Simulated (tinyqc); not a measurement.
# Free and trapped electrons in a MOS channel with a dense trap tail: two studies

p-type body, charge-sheet picture, full ionisation (an idealisation for deep acceptors), Boltzmann statistics for free electrons. e = Ec - EF at the surface. Acceptor-like traps of density D(E) = D0 + De exp(-E/Ew) at depth E below Ec, from 0 to Eu, hold n_t = integral of D(E)/(1 + exp((e - E)/Vt)). psi = Eg - Vt ln(Nv/Na) - e; N_dep = sqrt(2 eps0 eps_r Na (psi - Vt)/q); n_f = sqrt(N_dep^2 + 2 eps0 eps_r Vt Nc exp(-e/Vt)/q) - N_dep; Vg = Vfb + psi + q (N_dep + n_t + n_f)/Cox, Cox = eps0 eox/tox.

Inputs (values chosen for the exercise); band and dielectric values close to those of 4H silicon carbide:
- T = 400 K (temperature)
- Eg = 3.25 eV (band gap)
- eps_r = 9.56 (relative permittivity)
- Nc = 2.66e19 cm^-3 (conduction-band density of states at T)
- Nv = 3.83e19 cm^-3 (valence-band density of states at T)
- eox = 3.9 (relative permittivity of the insulator)
- tox = 32 nm (insulator thickness)
- Na = 1.5e17 cm^-3 (acceptor density)
- Vfb = -2.86 V (flat-band voltage without trapped charge)
- D0 = 1.1e10 cm^-2 eV^-1 (constant background density of acceptor-like traps)
- De = 9.4e12 cm^-2 eV^-1 (density of the tail at the conduction edge)
- Ew = 0.12 eV (decay energy of the tail)
- Eu = 0.69 eV (depth below Ec down to which the traps reach)
- mf = 94 cm^2/(V s) (mobility of free electrons)

Constants: q = 1.602176634e-19 C, kB = 1.380649e-23 J/K, Vt = kB T/q, eps0 = 8.8541878128e-14 F/cm where lengths are in cm. Results are converted to the units shown.

Each table varies one quantity; the others keep the values above.

## Free and trapped charge against gate voltage

Free share n_f/(n_f + n_t); swing ln 10 n_f/(dn_f/dVg); field-effect mobility mf q (dn_f/dVg)/Cox, for a constant mf; oxide field q (N_dep + n_t + n_f)/(eps0 eox).

Results:

| Vg (V) | e (eV) | n_f (cm^-2) | n_t (cm^-2) | free share (%) | swing (mV/decade) | field-effect mobility (cm^2/(V s)) | oxide field (MV/cm) |
|---|---|---|---|---|---|---|---|
| 2.7 | 0.4981 | 1.283e6 | 1.895e10 | 0.006767 | 148.4 | 0.002777 | 0.9372 |
| 3.4 | 0.2257 | 3.291e9 | 1.986e11 | 1.630 | 330.4 | 3.201 | 1.071 |
| 4.1 | 0.1158 | 7.703e10 | 4.813e11 | 13.80 | 833.3 | 29.70 | 1.255 |
| 5.5 | 0.03978 | 6.153e11 | 8.069e11 | 43.26 | 2834 | 69.77 | 1.669 |
| 6.2 | 0.02093 | 9.865e11 | 8.876e11 | 52.64 | 4087 | 77.57 | 1.882 |
| 6.9 | 0.006601 | 1.388e12 | 9.424e11 | 59.56 | 5424 | 82.26 | 2.096 |
| 7.7 | -0.006489 | 1.870e12 | 9.859e11 | 65.48 | 7021 | 85.60 | 2.342 |
| 8.4 | -0.01604 | 2.305e12 | 1.013e12 | 69.46 | 8463 | 87.51 | 2.558 |

Estimate the missing row, Vg = 4.8 V.

Computed row:

| Vg (V) | e (eV) | n_f (cm^-2) | n_t (cm^-2) | free share (%) | swing (mV/decade) | field-effect mobility (cm^2/(V s)) | oxide field (MV/cm) |
|---|---|---|---|---|---|---|---|
| 4.8 | 0.06732 | 2.970e11 | 6.823e11 | 30.33 | 1714 | 55.68 | 1.459 |

With this row back in the table: n_f reaches 1e11 cm^-2 at Vg = 4.20 V, against 3.43 V without traps. The free share rises from 0.00677 to 69.5 % and the field-effect mobility rises from 0.00278 to 87.5 cm^2/(V s), although mf = 94 is constant: in the last row 93.1 % of Cox dVg goes into free electrons. The swing in the first row is 148 mV a decade (Vt ln 10 = 79.4). For Vg = 4.8, 5.5, 6.2, 6.9, 7.7, 8.4 EF lies less than 2 Vt below the band edge, or above it, where degeneracy and confinement, left out, matter.

## Effect of the decay energy of the tail

VT is the Vg for n_f = 1e11 cm^-2; swing ln 10 n_f/(dn_f/dVg) at n_f = 1e8 cm^-2; the last three columns are for Vg = VT + 2.6 V, with free share n_f/(n_f + n_t) and field-effect mobility mf q (dn_f/dVg)/Cox; there EF is near the band edge, where Boltzmann statistics are rough.

Effect of the decay energy of the tail:

| Ew (eV) | e at VT (eV) | VT (V) | q n_t/Cox at VT (V) | swing (mV/decade) | n_f (cm^-2) | free share (%) | field-effect mobility (cm^2/(V s)) |
|---|---|---|---|---|---|---|---|
| 0.03 | 0.1066 | 3.495 | 0.06132 | 127.4 | 1.586e12 | 88.98 | 87.47 |
| 0.05 | 0.1066 | 3.590 | 0.1565 | 129.8 | 1.500e12 | 81.14 | 85.59 |
| 0.07 | 0.1066 | 3.731 | 0.2969 | 139.2 | 1.435e12 | 73.74 | 84.15 |
| 0.09 | 0.1066 | 3.904 | 0.4697 | 157.5 | 1.385e12 | 67.10 | 83.02 |
| 0.11 | 0.1066 | 4.098 | 0.6640 | 183.3 | 1.346e12 | 61.29 | 82.11 |
| 0.13 | 0.1066 | 4.305 | 0.8711 | 214.1 | 1.315e12 | 56.29 | 81.36 |
| 0.15 | 0.1066 | 4.518 | 1.085 | 247.6 | 1.290e12 | 52.00 | 80.73 |
| 0.17 | 0.1066 | 4.733 | 1.299 | 282.2 | 1.269e12 | 48.34 | 80.20 |

As Ew goes from 0.03 to 0.17, VT rises from 3.50 to 4.73 V, its part due to traps rises from 0.0613 to 1.30 V, the swing rises from 127 to 282 mV/decade and the field-effect mobility falls from 87.5 to 80.2 cm^2/(V s).

Program tinyqc, `OMP_NUM_THREADS=1 python tinyqc.py 2222047 2222048 out.jsonl`; Intel Xeon 2.30GHz, shared host, one thread, about 0.02 s.
